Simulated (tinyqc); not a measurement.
UKS/PBE0 in the 6-31g basis, for H3, spin multiplicity 2, step by step. One step of it, computed by the program tinyqc.

Task: Iteration 1: building the Kohn-Sham matrix. J_ij = sum D_kl (ij|kl) with D = D(alpha) + D(beta), K_ij = sum D_kl (ik|jl) for each spin; F = H + J - 0.25 K(s) + V_xc; E = tr D H + tr D J / 2 - 0.125 sum_s tr D(s) K(s) + E_xc + E_nn.

D(alpha) at the start, lower triangle:
```
           1H 1s     1H 2s      2H 1s     2H 2s     3H 1s     3H 2s
1H 1s   0.181080
1H 2s   0.196726  0.214547
2H 1s  -0.006768  0.001108   0.181080
2H 2s   0.001110  0.010840   0.196727  0.214550
3H 1s  -0.006766  0.001109  -0.006767  0.001110  0.181080
3H 2s   0.001108  0.010837   0.001108  0.010839  0.196725  0.214545
```

D(beta) at the start, lower triangle:
```
           1H 1s     1H 2s      2H 1s     2H 2s     3H 1s     3H 2s
1H 1s   0.090540
1H 2s   0.098363  0.107273
2H 1s  -0.003384  0.000554   0.090540
2H 2s   0.000555  0.005420   0.098363  0.107275
3H 1s  -0.003383  0.000554  -0.003384  0.000555  0.090540
3H 2s   0.000554  0.005418   0.000554  0.005419  0.098363  0.107273
```

core Hamiltonian H = T + V (hartree), lower triangle:
```
           1H 1s      1H 2s      2H 1s      2H 2s      3H 1s      3H 2s
1H 1s  -0.987138
1H 2s  -0.962638  -1.108328
2H 1s  -0.171222  -0.428054  -0.987012
2H 2s  -0.428078  -0.718285  -0.962556  -1.108225
3H 1s  -0.171611  -0.428493  -0.171359  -0.428233  -0.987206
3H 2s  -0.428480  -0.718712  -0.428196  -0.718435  -0.962683  -1.108384
```

Two-electron integrals (ij|kl) in chemists' order, unique and non-zero (hartree):
```
(11|11) 1.076566   (21|11) 0.578470   (21|21) 0.329423   (22|11) 0.587396
(22|21) 0.361304   (22|22) 0.453150   (31|11) 0.043358   (31|21) 0.026387
(31|22) 0.032042   (31|31) 0.003799   (32|11) 0.107918   (32|21) 0.069540
(32|22) 0.095961   (32|31) 0.011440   (32|32) 0.044961   (33|11) 0.364367
(33|21) 0.239045   (33|22) 0.348634   (33|31) 0.043358   (33|32) 0.203723
(33|33) 1.076566   (41|11) 0.203723   (41|21) 0.117518   (41|22) 0.131561
(41|31) 0.011440   (41|32) 0.030955   (41|33) 0.107918   (41|41) 0.044961
(42|11) 0.273231   (42|21) 0.171266   (42|22) 0.224280   (42|31) 0.020285
(42|32) 0.069037   (42|33) 0.273231   (42|41) 0.069037   (42|42) 0.134781
(43|11) 0.239045   (43|21) 0.156222   (43|22) 0.225692   (43|31) 0.026387
(43|32) 0.117518   (43|33) 0.578470   (43|41) 0.069540   (43|42) 0.171266
(43|43) 0.329423   (44|11) 0.348634   (44|21) 0.225692   (44|22) 0.321152
(44|31) 0.032042   (44|32) 0.131561   (44|33) 0.587396   (44|41) 0.095961
(44|42) 0.224280   (44|43) 0.361304   (44|44) 0.453150   (51|11) 0.043490
(51|21) 0.026466   (51|22) 0.032133   (51|31) 0.002707   (51|32) 0.007754
(51|33) 0.027164   (51|41) 0.010384   (51|42) 0.017483   (51|43) 0.017689
(51|44) 0.024961   (51|51) 0.003820   (52|11) 0.108081   (52|21) 0.069643
(52|22) 0.096091   (52|31) 0.007744   (52|32) 0.025859   (52|33) 0.096334
(52|41) 0.027855   (52|42) 0.056161   (52|43) 0.062668   (52|44) 0.089006
(52|51) 0.011484   (52|52) 0.045056   (53|11) 0.027126   (53|21) 0.017664
(53|22) 0.024923   (53|31) 0.002702   (53|32) 0.010366   (53|33) 0.043404
(53|41) 0.007743   (53|42) 0.017454   (53|43) 0.026415   (53|44) 0.032074
(53|51) 0.002709   (53|52) 0.010375   (53|53) 0.003807   (54|11) 0.096304
(54|21) 0.062646   (54|22) 0.088969   (54|31) 0.007740   (54|32) 0.027832
(54|33) 0.107975   (54|41) 0.025848   (54|42) 0.056126   (54|43) 0.069576
(54|44) 0.096007   (54|51) 0.010388   (54|52) 0.043492   (54|53) 0.011455
(54|54) 0.044994   (55|11) 0.364559   (55|21) 0.239167   (55|22) 0.348778
(55|31) 0.027105   (55|32) 0.096252   (55|33) 0.364434   (55|41) 0.096275
(55|42) 0.211130   (55|43) 0.239088   (55|44) 0.348685   (55|51) 0.043490
(55|52) 0.203949   (55|53) 0.043404   (55|54) 0.203802   (55|55) 1.076566
(61|11) 0.203949   (61|21) 0.117647   (61|22) 0.131702   (61|31) 0.010365
(61|32) 0.027843   (61|33) 0.096321   (61|41) 0.043476   (61|42) 0.065698
(61|43) 0.062660   (61|44) 0.088998   (61|51) 0.011484   (61|52) 0.031030
(61|53) 0.007750   (61|54) 0.027864   (61|55) 0.108081   (61|61) 0.045056
(62|11) 0.273450   (62|21) 0.171400   (62|22) 0.224447   (62|31) 0.017447
(62|32) 0.056127   (62|33) 0.211191   (62|41) 0.065680   (62|42) 0.122399
(62|43) 0.135691   (62|44) 0.189029   (62|51) 0.020353   (62|52) 0.069159
(62|53) 0.017463   (62|54) 0.065702   (62|55) 0.273450   (62|61) 0.069159
(62|62) 0.134955   (63|11) 0.096269   (63|21) 0.062625   (63|22) 0.088946
(63|31) 0.010359   (63|32) 0.043447   (63|33) 0.203802   (63|41) 0.027828
(63|42) 0.065657   (63|43) 0.117564   (63|44) 0.131611   (63|51) 0.007757
(63|52) 0.027856   (63|53) 0.011455   (63|54) 0.030982   (63|55) 0.107975
(63|61) 0.025864   (63|62) 0.056146   (63|63) 0.044994   (64|11) 0.211152
(64|21) 0.135663   (64|22) 0.188981   (64|31) 0.017442   (64|32) 0.065651
(64|33) 0.273308   (64|41) 0.056114   (64|42) 0.122356   (64|43) 0.171313
(64|44) 0.224339   (64|51) 0.017486   (64|52) 0.065714   (64|53) 0.020309
(64|54) 0.069080   (64|55) 0.273308   (64|61) 0.056168   (64|62) 0.122423
(64|63) 0.069080   (64|64) 0.134843   (65|11) 0.239167   (65|21) 0.156299
(65|22) 0.225779   (65|31) 0.017650   (65|32) 0.062614   (65|33) 0.239088
(65|41) 0.062627   (65|42) 0.135648   (65|43) 0.156249   (65|44) 0.225722
(65|51) 0.026466   (65|52) 0.117647   (65|53) 0.026415   (65|54) 0.117564
(65|55) 0.578470   (65|61) 0.069643   (65|62) 0.171400   (65|63) 0.069576
(65|64) 0.171313   (65|65) 0.329423   (66|11) 0.348778   (66|21) 0.225779
(66|22) 0.321252   (66|31) 0.024903   (66|32) 0.088926   (66|33) 0.348685
(66|41) 0.088941   (66|42) 0.188955   (66|43) 0.225722   (66|44) 0.321187
(66|51) 0.032133   (66|52) 0.131702   (66|53) 0.032074   (66|54) 0.131611
(66|55) 0.587396   (66|61) 0.096091   (66|62) 0.224447   (66|63) 0.096007
(66|64) 0.224339   (66|65) 0.361304   (66|66) 0.453150
```

nuclear repulsion = 1.09435737 hartree

V_xc(alpha) (hartree), lower triangle:
```
           1H 1s      1H 2s      2H 1s      2H 2s      3H 1s      3H 2s
1H 1s  -0.409928
1H 2s  -0.221574  -0.232541
2H 1s  -0.021554  -0.082042  -0.409923
2H 2s  -0.082044  -0.137003  -0.221568  -0.232526
3H 1s  -0.021621  -0.082130  -0.021579  -0.082071  -0.409861
3H 2s  -0.082154  -0.137131  -0.082094  -0.137070  -0.221459  -0.232684
```

V_xc(beta) (hartree), lower triangle:
```
           1H 1s      1H 2s      2H 1s      2H 2s      3H 1s      3H 2s
1H 1s  -0.359431
1H 2s  -0.193450  -0.203068
2H 1s  -0.018853  -0.071702  -0.359426
2H 2s  -0.071703  -0.119676  -0.193445  -0.203056
3H 1s  -0.018909  -0.071778  -0.018873  -0.071727  -0.359386
3H 2s  -0.071800  -0.119786  -0.071747  -0.119732  -0.193351  -0.203188
```

E_xc = sum of w rho eps_xc = -0.71872249 hartree

Give: Coulomb J; exchange K(alpha); exchange K(beta); F(alpha); F(beta); total energy of this density.

Result:

Coulomb J (hartree), lower triangle:
```
       1H 1s  1H 2s  2H 1s  2H 2s  3H 1s  3H 2s
1H 1s  1.553
1H 2s  0.943  1.202
2H 1s  0.103  0.366  1.552
2H 2s  0.366  0.706  0.943  1.202
3H 1s  0.103  0.367  0.103  0.366  1.553
3H 2s  0.367  0.706  0.366  0.706  0.943  1.202
```

exchange K(alpha) (hartree), lower triangle:
```
       1H 1s  1H 2s  2H 1s  2H 2s  3H 1s  3H 2s
1H 1s  0.529
1H 2s  0.424  0.439
2H 1s  0.109  0.224  0.529
2H 2s  0.224  0.329  0.424  0.439
3H 1s  0.110  0.224  0.109  0.224  0.529
3H 2s  0.224  0.329  0.224  0.329  0.424  0.439
```

exchange K(beta) (hartree), lower triangle:
```
       1H 1s  1H 2s  2H 1s  2H 2s  3H 1s  3H 2s
1H 1s  0.264
1H 2s  0.212  0.220
2H 1s  0.055  0.112  0.264
2H 2s  0.112  0.164  0.212  0.220
3H 1s  0.055  0.112  0.055  0.112  0.264
3H 2s  0.112  0.164  0.112  0.164  0.212  0.220
```

F(alpha) (hartree), lower triangle:
```
        1H 1s   1H 2s   2H 1s   2H 2s   3H 1s   3H 2s
1H 1s   0.023
1H 2s  -0.347  -0.248
2H 1s  -0.117  -0.200   0.023
2H 2s  -0.200  -0.232  -0.347  -0.248
3H 1s  -0.117  -0.200  -0.117  -0.200   0.023
3H 2s  -0.200  -0.232  -0.200  -0.232  -0.347  -0.249
```

F(beta) (hartree), lower triangle:
```
        1H 1s   1H 2s   2H 1s   2H 2s   3H 1s   3H 2s
1H 1s   0.140
1H 2s  -0.266  -0.164
2H 1s  -0.101  -0.162   0.140
2H 2s  -0.162  -0.173  -0.266  -0.164
3H 1s  -0.101  -0.162  -0.101  -0.162   0.140
3H 2s  -0.162  -0.173  -0.162  -0.173  -0.266  -0.164
```

total energy of this density = -1.35879 hartree

This density is the starting one; it is not idempotent, so its energy is not variational and may lie below the converged one.
